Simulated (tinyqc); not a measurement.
# Reverse leakage of an n+-p junction: diffusion, generation, trap-assisted and band-to-band tunnelling: leakage components against the reverse bias

One-sided abrupt junction in the depletion approximation, x from the junction (0) to W on the p side, field F = F0 (1 - x/W). Flat quasi-Fermi levels, long p side. Traps generate through SRH with both lifetimes shortened by 1 + Gamma (Hurkx enhancement, form for moderate fields); band-to-band generation is local and needs a total bending above Eg.

ni = sqrt(Nc Nv) exp(-Eg/(2 Vt)), Eg in volts; Vbi = Vt ln(Na Nd/ni^2); W = sqrt(2 eps0 eps_r (Vbi + VR)/(q Na)); F0 = 2 (Vbi + VR)/W; FG = sqrt(24 mt m0 (kB T)^3)/(q hbar); J_diff = q ni^2 sqrt(Dn/tau)(1 - exp(-VR/Vt))/Na. u = (Vbi + VR)(1 - x/W)^2, p = Na exp(-u/Vt), n = Nd exp((u - Vbi - VR)/Vt); G0 = ni^2 (1 - exp(-VR/Vt))/(tau (n + p + 2 ni cosh(Et/Vt))); Gamma = 2 sqrt(3 pi)(F/FG) exp((F/FG)^2); trap-assisted part G0 Gamma; G_bb = Ab F^2.5 exp(-Bb/F) with F in V/cm, zero unless Vbi + VR > Eg, and counted as zero under 1 cm^-3 s^-1. Currents are q times the integrals over 0 to W; J_bb under 1e-8 of J is printed as 0; rows with F0/FG above 2.2, beyond the range of this Gamma, are left out.

Values chosen for this exercise; band and dielectric values close to those of silicon: temperature T = 400 K; band gap Eg = 1.1 eV; relative permittivity eps_r = 11.9; conduction-band density of states at T Nc = 4.28e19 cm^-3; valence-band density of states at T Nv = 4.16e19 cm^-3; acceptor density of the lighter side Na = 9.5e17 cm^-3; donor density of the heavier side Nd = 1e20 cm^-3; SRH lifetime of both carriers at zero field tau = 1e-7 s; trap level above the intrinsic level Et = 0 eV; tunnelling mass mt = 0.25 m0; electron diffusion coefficient on the lighter side Dn = 4.6 cm^2/s; band-to-band prefactor Ab = 6.7e14 cm^-0.5 V^-2.5 s^-1; band-to-band field constant Bb = 1.83e7 V/cm.

Constants: q = 1.602176634e-19 C, kB = 1.380649e-23 J/K, hbar = 1.054571817e-34 J s, m0 = 9.1093837015e-31 kg, Vt = kB T/q, eps0 = 8.8541878128e-14 F/cm where lengths are in cm. Results are converted to the units shown.

Result of one run:
```
F0 (kV/cm)	F0/FG	J_diff (A/cm^2)	J_SRH (A/cm^2)	J_TAT (A/cm^2)	J_bb (A/cm^2)	J (A/cm^2)	largest part
797	1.40	2.82e-8	9.68e-6	1.41e-4	1.32e-6	1.52e-4	trap-assisted tunnelling
```

Which reverse bias VR gave this result: 0.2, 1.2, 2.7 or 3.7 V?

VR = 1.2 V.

The whole series:
```
VR (V)	F0 (kV/cm)	F0/FG	J_diff (A/cm^2)	J_SRH (A/cm^2)	J_TAT (A/cm^2)	J_bb (A/cm^2)	J (A/cm^2)	largest part
0.2	589	1.04	2.81e-8	2.57e-6	1.70e-5	1.03e-10	1.96e-5	trap-assisted tunnelling
0.7	701	1.23	2.82e-8	6.54e-6	6.53e-5	3.18e-8	7.19e-5	trap-assisted tunnelling
1.2	797	1.40	2.82e-8	9.68e-6	1.41e-4	1.32e-6	1.52e-4	trap-assisted tunnelling
1.7	883	1.56	2.82e-8	1.24e-5	2.59e-4	1.92e-5	2.91e-4	trap-assisted tunnelling
2.2	961	1.69	2.82e-8	1.48e-5	4.44e-4	1.50e-4	6.09e-4	trap-assisted tunnelling
2.7	1.03e3	1.82	2.82e-8	1.69e-5	7.34e-4	7.78e-4	0.00153	band-to-band tunnelling
3.2	1.10e3	1.94	2.82e-8	1.90e-5	0.00119	0.00303	0.00424	band-to-band tunnelling
3.7	1.17e3	2.05	2.82e-8	2.08e-5	0.00190	0.00958	0.0115	band-to-band tunnelling
4.2	1.23e3	2.16	2.82e-8	2.26e-5	0.00301	0.0258	0.0288	band-to-band tunnelling
```

J rises from 1.96e-5 to 0.0288 A/cm^2. Trap-assisted tunnelling leads at VR = 0.2, band-to-band tunnelling from 2.7 on. The ratio J_TAT/J_SRH goes from 6.60 to 133 as F0/FG goes from 1.04 to 2.16.

Range of the model: The n+ side is degenerate, so Vbi from Boltzmann statistics is only a guide.

tinyqc, about 0.01 s, one thread, Intel Xeon 2.30GHz (shared host): `OMP_NUM_THREADS=1 python tinyqc.py 2290166 2290167 out.jsonl`
